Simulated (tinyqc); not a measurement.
Millisecond and nanosecond annealing: surface heating, thermal budget and solid-phase regrowth: one step, computed by the program tinyqc.

A square pulse heats the surface of a thick wafer with constant thermal properties; losses by radiation are neglected and silicon melts at 1414 C.

Question. Thermal budget. Absorbed flux q = (1 - R) fluence/t_p; kappa = k/c. With f(z, t) = (2 q/k) sqrt(kappa t) ierfc(z/(2 sqrt(kappa t))), ierfc(x) = exp(-x^2)/sqrt(pi) - x erfc(x): T = T0 + f(z, t) during the pulse and T0 + f(z, t) - f(z, t - t_p) after it. Temperatures in kelvin are T(C) + 273.15. Integrate exp(-E/(k_B T(t))) at the surface from 0 to 10 t_p (Gauss-Legendre, 60 points in sqrt(t) up to t_p and 60 in sqrt(t - t_p) after it). (Dt) = D0 x integral with E; regrowth = v0 x integral with E_v; effective time = integral/exp(-E/(k_B T_peak)).

Inputs (values chosen for the exercise, modelled on hot silicon with boron): incident fluence = 9.02 J/cm^2; pulse length t_p = 6.5e-05 s; reflectance R = 0.56; thermal conductivity k = 0.3 W/(cm K); heat capacity per volume c = 2.39 J/(cm^3 K); preheat temperature T0 = 400 C; dopant prefactor D0 = 0.909 cm^2/s; dopant activation energy E = 3.51 eV; regrowth prefactor v0 = 4e+08 cm/s; regrowth energy E_v = 2.69 eV.

Source: scanned laser.

peak temperature = 1055.991 C

Constants: k_B = 8.617333262e-05 eV/K.

Give: budget (Dt); diffusion length 2 sqrt(Dt); effective time over t_p; possible regrowth.

Answer.

budget (Dt) = 3.656e-19 cm^2

diffusion length 2 sqrt(Dt) = 0.01209 nm

effective time over t_p = 0.1261

possible regrowth = 2.680 nm

Caution: equilibrium diffusivities are used; implant damage enhances diffusion, and k and c vary with temperature. Caution: a diffusion length below the atomic spacing of 0.235 nm means about one jump per atom or fewer, so the profile does not change measurably.
